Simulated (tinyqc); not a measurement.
Q-state Potts model on a small periodic square lattice: enumeration, Metropolis, heat-bath and Wolff steps: one step, computed by the program tinyqc. Command: `OMP_NUM_THREADS=1 python tinyqc.py 3113222 3113223 out.jsonl potts walk`. One thread of a shared host (Intel(R) Xeon(R) Processor @ 2.30GHz), about 0.05 s of CPU time with the checks.

E = -J x (number of nearest-neighbour bonds with equal states); n x n sites with periodic edges have 2 n^2 bonds. Order parameter m = (q f - 1)/(q - 1), f being the largest share of one state. Sites are numbered row by row from 0. Here q = 3 and n = 3.

Question. Eight single-site steps. Site = floor(r1 n^2). Trial state = (old + 1 + floor(r2 (q - 1))) mod q; it is accepted if r3 < min(1, exp(K db)), db the change in equal bonds.

Inputs (values chosen for the exercise, for a model of domains or grain orientations): temperature T = 473 K.

Update: Metropolis.

start states:
```
   1  2  3
1  0  1  0
2  0  2  0
3  1  1  1
```

random numbers, one row a step:
```
        1       2       3
1  0.1234  0.2463  0.9995
2  0.3674  0.0428  0.5140
3  0.2338  0.7139  0.8179
4  0.1259  0.4648  0.9874
5  0.5762  0.5203  0.6074
6  0.8302  0.5578  0.3338
7  0.1124  0.0473  0.4586
8  0.7495  0.1773  0.0655
```

K = 0.9077530

Give: the table «Steps» with the columns old, trial, db, acceptance, new; states afterwards.

Answer.

Steps:

| site | old | trial | db | acceptance | new |
|---|---|---|---|---|---|
| 1 | 1 | 2 | 0 | 1.000 | 2 |
| 3 | 0 | 1 | -1 | 0.403 | 0 |
| 2 | 0 | 2 | -1 | 0.403 | 0 |
| 1 | 2 | 0 | 1 | 1.000 | 0 |
| 5 | 0 | 2 | -1 | 0.403 | 0 |
| 7 | 1 | 0 | -1 | 0.403 | 0 |
| 1 | 0 | 1 | -3 | 0.066 | 0 |
| 6 | 1 | 2 | -1 | 0.403 | 2 |

states afterwards:
```
   1  2  3
1  0  0  0
2  0  2  0
3  2  0  1
```
